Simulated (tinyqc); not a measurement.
Graded p-n junction, non-linear Poisson equation by Newton steps: two steps of the calculation.

One dimension, p side on the left, n side on the right; net doping C = (Nd - Na)/2 + ((Nd + Na)/2) tanh(x/Lg). The potential psi is counted from the intrinsic level, and the quasi-Fermi potentials are flat: 0 for holes and -V for electrons, so n = ni exp((psi + V)/Vt) and p = ni exp(-psi/Vt) (Boltzmann statistics, full ionisation, no current).

Values chosen for this exercise:
```
symbol,value,unit,meaning
T,250,K,temperature
V,0,V,bias of the p side against the n side
```

Constants: q = 1.602176634e-19 C, kB = 1.380649e-23 J/K, Vt = kB T/q. Results are converted to the units shown.

Task 1. Densities, residual and Jacobian diagonal. n_i = ni exp((psi_i + V)/Vt), p_i = ni exp(-psi_i/Vt), rho_i = p_i - n_i + C_i, g_i = (n_i + p_i)/Vt. Box widths w_i = (h_(i-1) + h_i)/2 in cm. Residual F_i = a_i (psi_(i+1) - psi_i) - a_(i-1) (psi_i - psi_(i-1)) + q rho_i w_i; Jacobian: a_(i-1) and a_i beside the diagonal, b_i = -a_(i-1) - a_i - q g_i w_i on it. The two end nodes are fixed.

| node | x (nm) | psi after iteration 2 (V) | net doping C (cm^-3) |
|---|---|---|---|
| 0 | -2730 | -0.38265457 | -8.7999980e15 |
| 1 | -1850 | -0.32185263 | -8.7996923e15 |
| 2 | -1150 | -0.32873425 | -8.7832259e15 |
| 3 | -602 | -0.29519798 | -8.4271782e15 |
| 4 | -170 | -0.20798449 | -5.5048498e15 |
| 5 | 170 | -0.11331308 | -9.5150191e13 |
| 6 | 554 | -0.00591474 | 2.7142816e15 |
| 7 | 988 | 0.09805568 | 3.1577577e15 |
| 8 | 1480 | 0.18992612 | 3.1974520e15 |
| 9 | 2030 | 0.25963400 | 3.1998900e15 |
| 10 | 2660 | 0.30105494 | 3.1999970e15 |
| 11 | 3360 | 0.36086131 | 3.1999999e15 |

| interval | coupling a_i (F/cm^2) |
|---|---|
| 0 | 1.1872661e-8 |
| 1 | 1.4925631e-8 |
| 2 | 1.9065587e-8 |
| 3 | 2.4185050e-8 |
| 4 | 3.0729240e-8 |
| 5 | 2.7208181e-8 |
| 6 | 2.4073598e-8 |
| 7 | 2.1235654e-8 |
| 8 | 1.8996257e-8 |
| 9 | 1.6584034e-8 |
| 10 | 1.4925631e-8 |

ni = 1.7002240e8 cm^-3

Wanted: n; p; residual F; diagonal b.

Result 1.

| node | n (cm^-3) | p (cm^-3) |
|---|---|---|
| 0 | 3.285 | 8.800e15 |
| 1 | 55.24 | 5.233e14 |
| 2 | 40.13 | 7.203e14 |
| 3 | 190.4 | 1.519e14 |
| 4 | 1.091e4 | 2.650e12 |
| 5 | 8.835e5 | 3.272e10 |
| 6 | 1.292e8 | 2.237e8 |
| 7 | 1.611e10 | 1.794e6 |
| 8 | 1.146e12 | 2.522e4 |
| 9 | 2.914e13 | 992.0 |
| 10 | 1.993e14 | 145.0 |
| 11 | 3.200e15 | 9.034 |

| node | residual F (1e-7 C/cm^2) | diagonal b (F/cm^2) |
|---|---|---|
| 1 | -1.056 | -3.343e-7 |
| 2 | -0.799 | -3.682e-7 |
| 3 | -0.635 | -9.859e-8 |
| 4 | -0.332 | -5.568e-8 |
| 5 | -0.005 | -5.795e-8 |
| 6 | 0.174 | -5.128e-8 |
| 7 | 0.229 | -4.531e-8 |
| 8 | 0.261 | -4.068e-8 |
| 9 | 0.293 | -4.837e-8 |
| 10 | 0.322 | -1.301e-7 |

Task 2. Newton step. Solve the tridiagonal system a_(i-1) d_(i-1) + b_i d_i + a_i d_(i+1) = -F_i for nodes 1 to 10, with d = 0 on fixed nodes. If the largest |d| exceeds 4 Vt, the whole step is scaled down so that it equals 4 Vt.

| interval | coupling a_i (F/cm^2) |
|---|---|
| 0 | 1.1872661e-8 |
| 1 | 1.4925631e-8 |
| 2 | 1.9065587e-8 |
| 3 | 2.4185050e-8 |
| 4 | 3.0729240e-8 |
| 5 | 2.7208181e-8 |
| 6 | 2.4073598e-8 |
| 7 | 2.1235654e-8 |
| 8 | 1.8996257e-8 |
| 9 | 1.6584034e-8 |
| 10 | 1.4925631e-8 |

| node | diagonal b (F/cm^2) | residual F (C/cm^2) |
|---|---|---|
| 1 | -3.3426221e-7 | -1.0558022e-7 |
| 2 | -3.6824701e-7 | -7.9867938e-8 |
| 3 | -9.8589360e-8 | -6.3496902e-8 |
| 4 | -5.5675096e-8 | -3.3227895e-8 |
| 5 | -5.7946230e-8 | -5.3873671e-10 |
| 6 | -5.1281887e-8 | 1.7367251e-8 |
| 7 | -4.5314801e-8 | 2.2872360e-8 |
| 8 | -4.0676014e-8 | 2.6053913e-8 |
| 9 | -4.8366648e-8 | 2.9335332e-8 |
| 10 | -1.3007534e-7 | 3.2176575e-8 |

| node | psi after iteration 2 (V) |
|---|---|
| 0 | -0.38265457 |
| 1 | -0.32185263 |
| 2 | -0.32873425 |
| 3 | -0.29519798 |
| 4 | -0.20798449 |
| 5 | -0.11331308 |
| 6 | -0.00591474 |
| 7 | 0.09805568 |
| 8 | 0.18992612 |
| 9 | 0.25963400 |
| 10 | 0.30105494 |
| 11 | 0.36086131 |

Give: Newton step d, before damping; psi after iteration 3.

Result 2.

| node | Newton step d, before damping (V) |
|---|---|
| 1 | -0.328 |
| 2 | -0.273 |
| 3 | -0.820 |
| 4 | -0.503 |
| 5 | 0.815 |
| 6 | 2.324 |
| 7 | 3.308 |
| 8 | 3.347 |
| 9 | 2.098 |
| 10 | 0.515 |

| node | psi after iteration 3 (V) |
|---|---|
| 0 | -0.3827 |
| 1 | -0.3303 |
| 2 | -0.3358 |
| 3 | -0.3163 |
| 4 | -0.2209 |
| 5 | -0.0923 |
| 6 | 0.0539 |
| 7 | 0.1832 |
| 8 | 0.2761 |
| 9 | 0.3136 |
| 10 | 0.3143 |
| 11 | 0.3609 |

Program tinyqc, `OMP_NUM_THREADS=1 python tinyqc.py 2000021 2000022 out.jsonl`; Intel Xeon 2.30GHz, shared host, one thread, about 0.03 s.
